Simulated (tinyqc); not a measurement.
Localisation in a chain with random site energies (transfer matrices): one step. The same sites added without interference.

Hopping -t; leads with site energy 0, E = -2t cos(ka). psi_(j+1) = ((e_j - E)/t) psi_j - psi_(j-1), a product of matrices M_j = [[(e_j - E)/t, -1], [1, 0]]. For M = M_N ... M_1 the transmission is T = 4 sin^2(ka)/|M21 - M12 + M22 exp(ika) - M11 exp(-ika)|^2. Long samples draw e_j = W (x_j/2147483647 - 1/2) from x_j = 16807 x_(j-1) mod 2147483647, starting at x0. The localisation length xi, in sites, is defined by ln T = -2N/xi on average; weak disorder gives xi = 24 (4t^2 - E^2)/W^2, and the mean free path for backscattering is xi/2.

Parameters, chosen for this exercise:

| symbol | value | unit | meaning |
|---|---|---|---|
| t | 0.53 | eV | hopping |
| E | -0.39 | eV | energy |
| e | (-0.24, -0.15, -0.43, -0.2, 0.08, 0.12, -0.22, 0.11, -0.08) | eV | site energies of the short sample |

Problem. One site alone reflects R_j = e_j^2/(e_j^2 + 4t^2 - E^2); incoherent addition sums R/(1 - R), and T = 1/(1 + sum).

Give: R_j; sum of R/(1 - R); T without interference.

Solution.

R_j: 0.0560  0.0226  0.1599  0.0395  0.0065  0.0146  0.0475  0.0123  0.0065

sum of R/(1 - R) = 0.4042
T without interference = 0.7121

The coherent product gives 0.9793 for this sample.

tinyqc: `OMP_NUM_THREADS=1 python tinyqc.py 1481806 1481807 out.jsonl`; about 0.1 s, one thread, shared Intel(R) Xeon(R) Processor @ 2.30GHz.
